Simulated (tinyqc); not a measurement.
Interstitial-substitutional diffusion of a fast metal impurity in a wafer (kick-out and dissociative mechanisms): one step, computed by the program tinyqc.

The metal moves as an interstitial A_i and dissolves on lattice sites either by kicking out a self-interstitial (A_i = A_s + I) or by filling a vacancy (A_i + V = A_s). With A_i at its solubility, local equilibrium and c = C_s/C_s*, self-interstitials and vacancies obey C_I/C_I* = 1/c and C_V/C_V* = c.

Task: Diffusivity against concentration. In defect-free silicon dc/dt = d/dx [(D_K/c^2 + D_F) dc/dx], c = 1 at both faces. D_K = D_I C_I*/C_s* and D_F = D_V C_V*/C_s*. The two terms are equal at c* = sqrt(D_K/D_F). Take c = 1, 0.5, 0.2, 0.1, 0.03 and 0.01.

Inputs (values chosen for the exercise, loosely like those of a heavy transition metal in silicon): temperature T = 1125 C.

D_K = 3.695167e-09 cm^2/s

D_F = 1.098288e-09 cm^2/s

Give: c*; Effective diffusivity (cm^2/s).

Result:

c* = 1.834

Effective diffusivity (cm^2/s):
```
c     kick-out term      total
1.00      3.695e-09  4.793e-09
0.50      1.478e-08  1.588e-08
0.20      9.238e-08  9.348e-08
0.10      3.695e-07  3.706e-07
0.03      4.106e-06  4.107e-06
0.01      3.695e-05  3.695e-05
```
